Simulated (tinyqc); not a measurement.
What moves the optical constants: free-carrier optics of a doped semiconductor (Drude model with one polar phonon).

eps(E) = ei [1 - Ep^2/(E^2 + i E Gam)] + (es - ei) wT^2/(wT^2 - E^2 - i E gT), with Ep^2 = 8 pi c (e^2/(4 pi eps0)) N/(m ei), c = hbar^2/2m0, N in 1/angstrom^3 (1e-24 per 1/cm^3); Gam = hbar/tau, tau = mu m m0/e with m0/e = 5.685630e-12 kg/C and mu in m^2/(V s). Energies in meV.

n + i k = sqrt(eps1 + i eps2) with k >= 0; R = ((n - 1)^2 + k^2)/((n + 1)^2 + k^2) at normal incidence from vacuum; alpha = 2 E k/(hbar c), times 1e8 for 1/cm; loss function Im(-1/eps) = eps2/(eps1^2 + eps2^2).

Constants: hbar^2/2m0 = 3.80998211 eV angstrom^2; e^2/(4 pi eps0) = 14.39964547 eV angstrom; hbar = 6.58211957e-16 eV s; hbar c = 1973.269805 eV angstrom.

Parameters, chosen for this exercise (mass and dielectric values near those of SiC; N and mu are free inputs; interband absorption and the rise of the mass with filling are left out; the results hold for these values, not for the real material):
- N = 2.9e+18 1/cm^3 (carrier density)
- m = 0.403 m0 (conductivity mass)
- mu = 290 cm^2/(V s) (mobility)
- ei = 6.65 (high-frequency dielectric constant)
- wT = 99.4 meV (TO phonon)
- es = 9.91 (static dielectric constant)
- gT = 0.5 meV (phonon damping)
- E = 24.1 meV (photon energy)

At the energy E.

Results for these values:

| case | Ep (meV) | Gam (meV) | R | alpha (1/cm) |
|---|---|---|---|---|
| base | 38.63 | 9.91 | 0.5525 | 5.99e+03 |

What happens to each result for mu = 174 cm^2/(V s), all else kept?

Answer: Ep does not change at the printed digits; Gam rises from 9.91 to 16.51; R falls from 0.5525 to 0.4299; alpha falls from 5.99e+03 to 5.36e+03.

The same for each parameter in turn:

| case | Ep (meV) | Gam (meV) | R | alpha (1/cm) |
|---|---|---|---|---|
| base | 38.63 | 9.91 | 0.5525 | 5.99e+03 |
| N = 4.35e+18 1/cm^3 | 47.31 | 9.91 | 0.7305 | 8.92e+03 |
| m = 0.4836 m0 | 35.26 | 8.25 | 0.4657 | 4.80e+03 |
| mu = 174 cm^2/(V s) | 38.63 | 16.51 | 0.4299 | 5.36e+03 |
| ei = 6.98 | 37.70 | 9.91 | 0.5535 | 5.99e+03 |
| E = 28.9 meV | 38.63 | 9.91 | 0.2938 | 4.19e+03 |

Run: tinyqc, `OMP_NUM_THREADS=1 python tinyqc.py 1651934 1651935 out.jsonl`; Intel(R) Xeon(R) Processor @ 2.30GHz, one thread, shared host; about 0.01 s of CPU time with all checks.
